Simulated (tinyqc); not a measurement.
# Worked calculation: donor binding, ionisation and the Mott limit

Program tinyqc, `OMP_NUM_THREADS=1 python tinyqc.py 2330088 2330089 out.jsonl`; Intel Xeon 2.30GHz, shared host, one thread, about 0.01 s. Printed values are rounded.

Hydrogenic donor: Ry = (m0 q^3/(8 eps0^2 h^2)) me/eps_r^2 in eV, E0 = cc Ry, radius a = q/(8 pi eps0 eps_r E0), Mott density Nm = (0.26/a)^3. Below Nm the level sinks as Ed = E0 [1 - (N/Nm)^(1/3)]. Neutrality: Nc F12(eta) = N/(1 + 2 exp(eta + Ed/kB T)), F12(x) = (2/sqrt(pi)) int_0^infinity sqrt(u)/(1 + exp(u - x)) du.

Parameters, values chosen for the exercise; band and dielectric values close to those of gallium arsenide:

| symbol | value | unit | meaning |
|---|---|---|---|
| T | 200 | K | temperature |
| eps_r | 13 |  | relative permittivity |
| me | 0.066 | m0 | mass in the hydrogenic formula, set independently of Nc |
| Nc | 2.37e17 | cm^-3 | conduction-band density of states at 200 K |
| cc | 1 |  | ratio of the true binding energy to the hydrogenic one |
| N | 6.8e15 | cm^-3 | donor density |

Constants: q = 1.602176634e-19 C, kB = 1.380649e-23 J/K, eps0 = 8.8541878128e-12 F/m, h = 6.62607015e-34 J s, m0 = 9.1093837015e-31 kg, Vt = kB T/q. Results are converted to the units shown.

Range of the model: A sharp level with degeneracy 2 overstates freeze-out near Nm, where the impurity band broadens and merges with the conduction band.

## Binding energy, radius and Mott density

The mean spacing of the donors is N^(-1/3).

Ry = 5.31347 meV
E0 = 5.31347 meV
a = 10.4232 nm
Nm = 1.55210e16 cm^-3
spacing over a = 5.06403
Ed = 1.27787 meV

## Ionisation

Solve the neutrality equation for eta. Boltzmann form: with k = (Nc/2) exp(-Ed/kB T) the ionised share is [-k + sqrt(k^2 + 4 k N)]/(2 N).

eta = -3.59881
ionised share = 94.4356 %
n = 6.42162e15 cm^-3
ionised share, Boltzmann form = 94.4830 %

With the level held at E0 the share would be 93.2 %.
